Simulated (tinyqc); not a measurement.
Capacitances against the line height.

Endless row of lines of width wl, height tl and space sl between grounded planes at distance hd; e2 fills the gaps beside the lines, e1 the rest. Laplace's equation is solved on meshes of 3, 6 and 12 steps per unit u and extrapolated (Aitken), which is good to about 0.2 %. C_even (all lines at 1 V) is the capacitance Cg to the planes; C_odd (neighbours in antiphase) = Cg + 4 Cc if only nearest neighbours couple, which defines Cc; total with quiet neighbours Cg + 2 Cc. Plate values 2 eps0 e1 wl/hd and eps0 e2 tl/sl.

Inputs (values chosen for the exercise): relative permittivity above and below the lines e1 = 2.7; relative permittivity between the lines e2 = 2.4; line width, in units u wl = 4 u; space between lines sl = 6 u; distance to each plane hd = 4 u.

Constants: eps0 = 8.8541878128e-12 F/m. Results are converted to the units shown.

The same in every row: plate Cg (aF/um) = 47.8.

Result of one run:

| tl (u) | Cg (aF/um) | Cc (aF/um) | Cg + 2 Cc (aF/um) | C_odd (aF/um) | plate Cc (aF/um) | share of coupling, 2 Cc/(Cg + 2 Cc) (%) |
|---|---|---|---|---|---|---|
| 8 | 102 | 28.2 | 159 | 215 | 28.3 | 35.5 |

What becomes of these results when the line height tl is changed from 8 to 6 u, all else the same?

Result of the changed run:

| tl (u) | Cg (aF/um) | Cc (aF/um) | Cg + 2 Cc (aF/um) | C_odd (aF/um) | plate Cc (aF/um) | share of coupling, 2 Cc/(Cg + 2 Cc) (%) |
|---|---|---|---|---|---|---|
| 6 | 102 | 21.3 | 144 | 187 | 21.3 | 29.4 |

The whole series:

| tl (u) | Cg (aF/um) | Cc (aF/um) | Cg + 2 Cc (aF/um) | C_odd (aF/um) | plate Cc (aF/um) | share of coupling, 2 Cc/(Cg + 2 Cc) (%) |
|---|---|---|---|---|---|---|
| 2 | 97.0 | 8.20 | 113 | 130 | 7.08 | 14.5 |
| 4 | 101 | 14.5 | 130 | 159 | 14.2 | 22.3 |
| 6 | 102 | 21.3 | 144 | 187 | 21.3 | 29.4 |
| 8 | 102 | 28.2 | 159 | 215 | 28.3 | 35.5 |
| 12 | 103 | 42.3 | 187 | 272 | 42.5 | 45.2 |
| 16 | 103 | 56.5 | 216 | 329 | 56.7 | 52.4 |

As tl goes from 2 to 16, Cg rises from 97.0 to 103 aF/um, Cc rises from 8.20 to 56.5 aF/um and the share of coupling rises from 14.5 to 52.4 %. Cg is 2.03 times its plate value in the first row and 2.15 times in the last; for Cc the ratios are 1.16 and 0.997. Neighbours in antiphase raise the load by a factor of 1.14 and 1.52 over quiet ones.

tinyqc, about 0.8 s, one thread, Intel Xeon 2.30GHz (shared host): `OMP_NUM_THREADS=1 python tinyqc.py 2790230 2790231 out.jsonl`
